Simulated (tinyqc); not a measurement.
# Changing the density n2

Model: Hall effect and magnetoresistance of several carrier groups with constant relaxation times. Computed by tinyqc, a small Python program. Command: `OMP_NUM_THREADS=1 python tinyqc.py 3012580 3012581 out.jsonl hall2 sweep`. One thread of a shared host (Intel(R) Xeon(R) Processor @ 2.30GHz), about 0.01 s of CPU time with the checks.

Group 1 has charge -e and group 2 charge +e; s_i is that sign. B lies along z; mu B is formed with mu in m^2/(V s).

Inputs (values chosen for the exercise, for a model conductor): density n1 = 1.2e+10 1/cm^2; mobility mu1 = 180000 cm^2/(V s); mobility mu2 = 42000 cm^2/(V s); magnetic field B = 0.25 T.

Carriers: electrons and holes. Densities: per area (a thin layer).

Constants: e = 1.602176634e-19 C.

Method:
- sigma_xx = sum n_i e mu_i/(1 + mu_i^2 B^2); sigma_xy = sum s_i n_i e mu_i^2 B/(1 + mu_i^2 B^2).
- rho_xx = sigma_xx/(sigma_xx^2 + sigma_xy^2); Hall coefficient R_H = sigma_xy/(B (sigma_xx^2 + sigma_xy^2)), with B in V s/cm^2 (1 T = 1e-4 V s/cm^2); magnetoresistance MR = rho_xx(B)/rho_xx(0) - 1. Apparent density 1/(e |R_H|); Hall mobility |R_H|/rho_xx.
- Weak field: R_H(0) = sum s_i n_i mu_i^2/(e (sum n_i mu_i)^2); MR = c B^2 with c = n1 n2 mu1 mu2 (s1 mu1 - s2 mu2)^2/(n1 mu1 + n2 mu2)^2. Strong field: R_H = 1/(e sum s_i n_i); rho_xx saturates at (n1/mu1 + n2/mu2)/(e (sum s_i n_i)^2).

One run for each value:
```
density n2 (1/cm^2)  Hall coefficient R_H (cm^2/C)  R_H at weak field (cm^2/C)  magnetoresistance MR (%)  rho_xx (ohm)
3.60e+08                               -5.2428e+08                 -5.1208e+08                     10.51          3171
7.90e+08                               -5.2881e+08                 -5.0270e+08                     23.74          3521
1.70e+09                               -5.3649e+08                 -4.8361e+08                     54.17          4312
3.90e+09                               -5.4104e+08                 -4.4143e+08                    140.74          6466
8.50e+09                               -4.5969e+08                 -3.6827e+08                    350.70         11176
1.90e+10                               -6.2555e+07                 -2.5344e+08                    505.65         12779
4.10e+10                                9.9539e+07                 -1.3107e+08                    253.97          5691
9.10e+10                                6.2572e+07                 -3.9816e+07                     98.29          2069
2.00e+11                                3.0342e+07                 -2.0149e+06                     40.67           831
4.40e+11                                1.4038e+07                  5.6752e+06                     17.64           356
```

Over the rows, Hall coefficient R_H (cm^2/C) lies between -5.41e8 and 9.95e7 without a single trend; R_H at weak field (cm^2/C) rises from -5.12e8 to 5.68e6; magnetoresistance MR (%) goes from 10.5 through a maximum among these rows, 506 at 1.90e10, to 17.6. The weak-field R_H vanishes at n2 = n1 (mu1/mu2)^2 = 2.20e11, above n1, since each group counts with mu^2; at the given field the sign changes between 1.90e10 and 4.10e10.

Extremes, crossings and ranges named in words are read from the listed rows.
